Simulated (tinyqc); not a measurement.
Single-band model of a thermoelectric material: one step, computed by the program tinyqc.

One spherical band, one scattering law, no minority carriers and no phonon drag. In a real material minority carriers limit |S| to about E_g/(2 e T), so larger values are formal. eta = E_F/(k_B T) is counted from the band edge; f = 1/(1 + exp(x - eta)).

Problem. Limiting formulas for the Seebeck coefficient. Classical: |S| = (k_B/e)[r + 5/2 - ln(n/N_c)], N_c = (3 sqrt(pi)/4) N_0. Degenerate (Mott): |S| = (pi^2/3)(k_B/e)(r + 3/2)/eta_F, eta_F = (n/N_0)^(2/3).

Inputs (values chosen for the exercise, for a model material): carrier density n = 3.6e+20 1/cm^3; temperature T = 780 K.

Band: parabolic. Scattering: constant relaxation time, r = 0.

Seebeck coefficient |S| = 101.1548 microvolt/K

N_0 = 4.734601e+19 1/cm^3

Constants: k_B = 8.617333262e-05 eV/K.

Give: Seebeck coefficients.

Solution.

Seebeck coefficients:
```
formula        |S| (microvolt/K)  deviation (%)
full integral              101.2           0.00
classical                   65.2         -35.59
degenerate                 110.0           8.72
```
